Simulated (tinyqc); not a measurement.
Read current of a NAND string, cells in series solved by shooting: one step of the calculation.

Cells in series, numbered from 0 at the source line (0 V) to the bit line, each followed by a gap resistance Rg. A cell with gate Vg, threshold VT, source Vs and drain Vd passes I = 2 nf K Vt^2 [F(Vs) - F(Vd)]/(1 + th max(Vg - VT, 0)), F(V) = ln^2(1 + exp((Vg - VT - nf V)/(2 nf Vt))). The selected cell has Vg = Vr, the others Vg = Vp.

Question. Node voltages for a trial current. For a trial current I start at 0 V and, cell by cell (the selected one is cell 1), solve for the drain: sqrt(F(Vd)) = sqrt(F(Vs) - I/k), k = 2 nf K Vt^2/(1 + th max(Vg - VT, 0)), Vd = [Vg - VT - 2 nf Vt ln(exp(sqrt F) - 1)]/nf, then add I Rg.

Values chosen for this exercise; values of the order met in vertical NAND strings:
```
symbol,value,unit,meaning
T,300,K,temperature
K,29,uA/V^2,gain factor of a cell
nf,1.4,,slope factor
th,0.18,1/V,mobility reduction factor
Rg,4.3,kohm,resistance of the gap between cells
Vbl,0.7,V,bit-line voltage
Vp,5.8,V,pass voltage
Vr,1.88,V,read voltage on the selected word line
```

Constants: q = 1.602176634e-19 C, kB = 1.380649e-23 J/K, Vt = kB T/q. Results are converted to the units shown.

first trial current = 3 uA

| cell | thresholds from the source end (V) |
|---|---|
| 0 | -1.5 |
| 1 | 0.9 |
| 2 | -1.5 |
| 3 | 3.2 |
| 4 | 3.2 |
| 5 | -1.5 |

Wanted: node voltage after each cell and gap, trial 1.

Answer.

| cell | node voltage after each cell and gap, trial 1 (V) |
|---|---|
| 0 | 0.045795 |
| 1 | 0.20879 |
| 2 | 0.25597 |
| 3 | 0.33811 |
| 4 | 0.42418 |
| 5 | 0.47291 |

Numbers from tinyqc (`OMP_NUM_THREADS=1 python tinyqc.py 2142142 2142143 out.jsonl`; about 0.7 s on one thread of a shared Intel Xeon 2.30GHz).
